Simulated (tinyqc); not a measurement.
# Elastic trap-assisted tunnelling through a dielectric: effect of the trap depth

Emitter at x = 0 (Fermi level 0), collector at x = t (Fermi level -V), band edge U(x) = phi - F x, F = V/t. A trap at x has the energy E = U(x) - Et. With G(u) = (4/(3 F)) sqrt(mo/C) max(u, 0)^1.5, C = hbar^2/(2 m0): S1 = G(phi - E) - G(Et), S2 = G(Et) - G(phi - V - E), T1,2 = exp(-S1,2). The steady rate through one trap is nu T1 T2 (f1 - f2)/(T1 + T2), f1 = f(E), f2 = f(E + V), f(y) = 1/(1 + exp(y/Vt)); both contacts offer states at E.

J = q Nt times the integral of the rate over x. Direct S = (4/(3 F)) sqrt(mo/C) [phi^1.5 - max(phi - V, 0)^1.5].

Inputs (values chosen for the exercise); dielectric values close to those of silicon dioxide:
```
symbol,value,unit,meaning
T,300,K,temperature
phi,3.08,eV,barrier above the emitter Fermi level
mo,0.52,m0,tunnelling mass
t,4.5,nm,thickness
Nt,2.2e18,cm^-3,trap density
nu,1e14,1/s,attempt frequency
V,2.34,V,voltage
```

Constants: q = 1.602176634e-19 C, kB = 1.380649e-23 J/K, hbar = 1.054571817e-34 J s, m0 = 9.1093837015e-31 kg, Vt = kB T/q, hbar^2/(2 m0) = 0.0380998212 eV nm^2. Results are converted to the units shown.

The same in every row: direct S = 45.2.

Results:

| Et (eV) | J (A/cm^2) | x of the peak over t | larger S there |
|---|---|---|---|
| 1.39 | 1.92e-10 | 0.716 | 35.3 |
| 1.64 | 1.52e-8 | 0.609 | 30.9 |
| 2.14 | 4.08e-5 | 0.424 | 23.0 |
| 2.39 | 1.25e-5 | 0.428 | 24.8 |
| 2.64 | 2.60e-6 | 0.437 | 26.2 |
| 2.89 | 6.04e-7 | 0.443 | 27.6 |
| 3.14 | 1.54e-7 | 0.448 | 28.9 |
| 3.39 | 4.25e-8 | 0.452 | 30.1 |

Estimate the missing row, Et = 1.89 eV.

Computed row:

| Et (eV) | J (A/cm^2) | x of the peak over t | larger S there |
|---|---|---|---|
| 1.89 | 1.63e-6 | 0.502 | 26.2 |

With this row back in the table: J goes from 1.92e-10 through a maximum of 4.08e-5 (at Et = 2.14 eV among the rows listed) to 4.25e-8 A/cm^2. Shallow traps near the emitter lie above its Fermi level and stay empty, while deep traps face higher barriers, so a middle depth conducts best.

Range of the model: Phonon-assisted (inelastic) capture, chains of traps and a spread of trap depths are left out.

tinyqc, about 0.05 s, one thread, Intel Xeon 2.30GHz (shared host): `OMP_NUM_THREADS=1 python tinyqc.py 2370053 2370054 out.jsonl`
